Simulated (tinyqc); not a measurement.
Thickness of the film: ellipsoidal valleys in the axes of a wafer and a channel.

Valleys with axes a along x, y and z, two valleys each; inverse mass tensor w = 1/mt + (1/ml - 1/mt) a a. Device axes: z = nz/|nz|, x = nx/|nx|, y = z cross x; in them a = (ax, ay, az). Confinement mass mz = 1/w_zz. In the plane w_ij is replaced by u_ij = w_ij - w_iz w_jz/w_zz (i, j = x, y); density-of-states mass md = 1/sqrt(det u); conductivity mass along x mc = 1/u_xx; ballistic transport mass mx = u_yy/det u, width mass my = 1/u_yy.

Hard walls: E_n = c (n pi/t)^2/mz, c = hbar^2/2m0, n = 1, 2, 3. Non-degenerate share of a valley proportional to md sum_n exp(-E_n/kT); mean 1/mc = sum of share/mc. 1 nm = 10 angstrom.

Constants: hbar^2/2m0 = 3.80998211 eV angstrom^2; kB = 8.617333262e-05 eV/K.

Inputs chosen for the exercise (near those of the Delta valleys of Si; shifted at random, so the results belong to these values and not to a real crystal):
- ml = 0.922 m0 (longitudinal mass)
- mt = 0.187 m0 (transverse mass)
- nz = (1, 1, 0) (surface normal (confinement))
- nx = (1, -1, 0) (channel direction)
- T = 400 K (temperature)

Share of the lowest ladder and mean conductivity mass.

Results:
```
t (nm)  lowest E1 (meV)  spread of E1 (meV)  share of the lowest ladder  mean mc
2.0               302.3               200.4                       0.998   0.5524
3.0               134.4                89.1                       0.954   0.5081
4.0                75.6                50.1                       0.869   0.4411
5.0                48.4                32.1                       0.799   0.3977
7.0                24.7                16.4                       0.731   0.3627
10.0               12.1                 8.0                       0.700   0.3488
14.0                6.2                 4.1                       0.679   0.3402
```

The spread falls as 1/t^2 and passes kT = 34.5 meV between t = 4 and 5 nm; the share of the lowest ladder goes from 0.998 to 0.679 and the mean mass goes from 0.5524 to 0.3402, against 0.3350 for equal shares, the limit of a thick film (the bulk value 3/(1/ml + 2/mt) is 0.2547; the two differ since axes are tilted in the x-z plane and in a quantised film no valley carries current across it; once scattering blurs the subbands the bulk value returns). Three subbands a valley become too few once E3 nears kT. In the thinnest rows E1 (302 meV) is beyond the parabolic range.

Run: tinyqc, `OMP_NUM_THREADS=1 python tinyqc.py 1880506 1880507 out.jsonl`; Intel(R) Xeon(R) Processor @ 2.30GHz, one thread, shared host; about 0.01 s of CPU time with all checks.
